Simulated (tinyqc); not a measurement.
From results back to parameters: donor level screened by free carriers (Yukawa potential). Three cases, with inputs chosen for the exercise.

Problem. With Debye screening alone, ks^2 = 4 pi q n/(eps kB T), 1e18/cm^3 = 1e-6/angstrom^3. The converged binding was computed from a hidden density.

Potential -(q/(eps r)) exp(-ks r), q = e^2/(4 pi eps0). In units Ry* = Ry m/eps^2 and a* = a0 eps/m the problem is [-Laplacian - 2 exp(-x r)/r] psi = E psi with x = ks a*.

Converged values use 18 functions exp(-z r), z = 1.55^i, i = -11 to 6: S = 2/A^3, H = z_i z_j S - 2/(A + x)^2, A = z_i + z_j.

Constants: e^2/(4 pi eps0) = 14.39964547 eV angstrom; kB = 8.617333262e-05 eV/K.

Case 1.

Values chosen (out of a larger set: near those of a donor in Ge, with one mean mass; not measured data): eps = 15.9 (dielectric constant); T = 400 K (temperature).

Ry* = 8.772 meV
a* = 51.62 angstrom
binding = 5.2370 meV

Case 2.

Values chosen (out of a larger set: near those of a donor in 4H SiC, with one mean mass; not measured data): eps = 9.5 (dielectric constant); T = 400 K (temperature).

Ry* = 58.945 meV
a* = 12.86 angstrom
binding = 38.8912 meV

Case 3.

Values chosen (out of a larger set: near those of a donor in 4H SiC, with one mean mass; not measured data): eps = 9.7 (dielectric constant); T = 77 K (temperature).

Ry* = 58.998 meV
a* = 12.58 angstrom
binding = 19.8840 meV

Find: x; n.

Solution. The binding in Ry* falls steadily with x, so bisection gives x; then n = (x/a*)^2 eps kB T/(4 pi q).

Case 1.

x = 0.239
n = 0.065 x 1e18/cm^3

Case 2.

x = 0.196
n = 0.42 x 1e18/cm^3

Case 3.

x = 0.457
n = 0.47 x 1e18/cm^3

Computed by tinyqc, one run a case: `OMP_NUM_THREADS=1 python tinyqc.py N N+1 out.jsonl` with N = 1251790, 1251794, 1251826; one thread of a shared Intel(R) Xeon(R) Processor @ 2.30GHz, about 0.02 s a run at most.
